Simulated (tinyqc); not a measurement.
What each parameter does: shallow donor in an anisotropic valley (effective-mass theory).

One valley: H = -c [(d2/dx2 + d2/dy2)/mt + (d2/dz2)/ml] - q/(eps r), c = hbar^2/2m0, q = e^2/(4 pi eps0). Trial function exp(-sqrt((x^2 + y^2)/a^2 + z^2/b^2)) with a > b: T = (c/3)(2/(mt a^2) + 1/(ml b^2)), V = -(q/eps) atan(u/b)/u, u = sqrt(a^2 - b^2). The central cell of the impurity is left out.

Constants: hbar^2/2m0 = 3.80998211 eV angstrom^2; e^2/(4 pi eps0) = 14.39964547 eV angstrom.

Inputs chosen for the exercise (out of a larger set: near those of Ge; not measured data):
```
symbol  value  unit  meaning
ml      1.612  m0    longitudinal mass
mt      0.08   m0    transverse mass
eps     15.7         dielectric constant
```

The minimum of the trial energy. Each row changes one parameter from the base and keeps the others.

Results:
```
case           E (meV)  a (angstrom)  b (angstrom)    b/a
base             -9.24         64.28         22.50  0.350
ml = 2.015 m0    -9.58         62.76         20.35  0.324
mt = 0.088 m0   -10.00         59.07         21.37  0.362
eps = 17.3       -7.61         70.83         24.80  0.350
```

The largest shifts from the base row, up to three for each result and ties (the steps differ in size, so this ranks the rows, not the parameters). E (meV): eps +1.63, mt -0.76, ml -0.34. a (angstrom): eps +6.55, mt -5.22, ml -1.52. b (angstrom): eps +2.29, ml -2.15, mt -1.14. b/a: ml -0.026, mt +0.012; unchanged at the printed digits by eps. eps only rescales the solution (E as 1/eps^2, lengths as eps), so b/a depends on ml/mt alone.

tinyqc: `OMP_NUM_THREADS=1 python tinyqc.py 1282265 1282266 out.jsonl`; about 0.01 s, one thread, shared Intel(R) Xeon(R) Processor @ 2.30GHz.
